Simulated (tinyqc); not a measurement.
The integration grid: Kohn-Sham R2SCAN on finer and finer grids in the sto-6g basis, for H4, spin multiplicity 1. Computed by the program tinyqc with PySCF. Self-consistent on each grid; the net force on the molecule should vanish.

Geometry (angstrom):
```
atom       x       y       z
H     0.0000  0.0000  0.0000
H     0.0000  0.0000  0.9040
H     0.0000  1.6520  0.0000
H     0.0000  1.6520  0.9040
```

Kohn-Sham energy on Becke grids (radial x angular points per atom):
```
grid       points  residual of the electron count  E (hartree)  E - finest (mhartree)  largest net force without grid terms (hartree/bohr)
10 x 14       552                        9.97e-03    -2.248682              -3.883407                                             2.78e-16
15 x 26      1548                       -1.40e-02    -2.243680               1.118687                                             1.11e-16
20 x 50      3980                       -2.11e-03    -2.244457               0.340946                                             2.22e-16
30 x 86     10292                       -1.70e-04    -2.244769               0.029436                                             1.89e-16
50 x 194    38752                        6.42e-06    -2.244801              -0.002537                                             5.55e-16
75 x 302    90524                        4.67e-07    -2.244798              -0.000184                                             8.33e-16
120 x 590  282656                       -5.34e-10    -2.244798               0.000000                                             6.11e-16
```

What does the comparison show, and why?

The energy is within 0.1 mhartree of the finest grid first at 30 x 86. The error has both signs, since quadrature is not variational. The net force vanishes by symmetry here, so only the electron count signals a poor grid.
